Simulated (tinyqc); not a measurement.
Dispersion against the sound-wave line: Born-von Karman spring model of a cubic crystal with one atom per cell. Computed by tinyqc, a small Python program. Command: `OMP_NUM_THREADS=1 python tinyqc.py 3026924 3026925 out.jsonl springs walk`. One thread of a shared host (Intel(R) Xeon(R) Processor @ 2.30GHz), about 0.1 s of CPU time with the checks.

First neighbours lie at a/2 (1,1,0) (12 of them), second at a (1,0,0) (6), with all permutations and signs; the volume per atom is Omega = a^3/4. Two shells of springs match a real metal only roughly, above all at the zone boundary.

Inputs (values chosen for the exercise, modelled on nickel): atomic mass M = 58.69 u; radial spring k1L = 2.31 eV/angstrom^2; transverse spring k1T = -0.021 eV/angstrom^2; radial spring k2L = 0.064 eV/angstrom^2; transverse spring k2T = -0.036 eV/angstrom^2.

Lattice: fcc.

Constants: nu for 1 eV/(angstrom^2 u) = 15.6333042 THz.

Method:
- A neighbour at R with unit vector n couples by the matrix K(R) = kL n n^T + kT (1 - n n^T), and D(q) = (1/M) sum_R K(R) [1 - cos(q.R)].
- An eigenvalue lambda of D in eV/(angstrom^2 u) gives nu = 15.6333042 THz x sqrt(lambda).
- The last column divides the top branch by the straight line with its slope at G. End points in 2 pi/a: X = (1, 0, 0), L = (0.5, 0.5, 0.5).

Frequencies (THz) along two lines:
```
line  fraction of the way    nu 1    nu 2    nu 3  nu 3 / linear
G-X                  0.10  0.9266  0.9266  1.4028        0.99525
G-X                  0.25  2.2763  2.2763  3.4206        0.97071
G-X                  0.40  3.5198  3.5198  5.2259        0.92689
G-X                  0.55  4.5888  4.5888  6.7181        0.86658
G-X                  0.70  5.4149  5.4149  7.8254        0.79311
G-X                  0.85  5.9384  5.9384  8.5041        0.70980
G-X                  1.00  6.1179  6.1179  8.7325        0.61953
G-L                  0.10  0.6679  0.6679  1.3680        0.99589
G-L                  0.25  1.6340  1.6340  3.3465        0.97450
G-L                  0.40  2.5097  2.5097  5.1401        0.93549
G-L                  0.55  3.2468  3.2468  6.6496        0.88016
G-L                  0.70  3.8044  3.8044  7.7917        0.81033
G-L                  0.85  4.1518  4.1518  8.5032        0.72827
G-L                  1.00  4.2698  4.2698  8.7449        0.63662
```

What follows from these numbers?

Along G-X the top branch ends at 62 % of its linear extrapolation, near the 2/pi = 64 % of a chain with one spring. Along G-L the top branch ends at 64 % of its linear extrapolation, which is the 2/pi of a pure sine: planes normal to this line couple to their next planes alone. A Debye model keeps the straight line throughout.
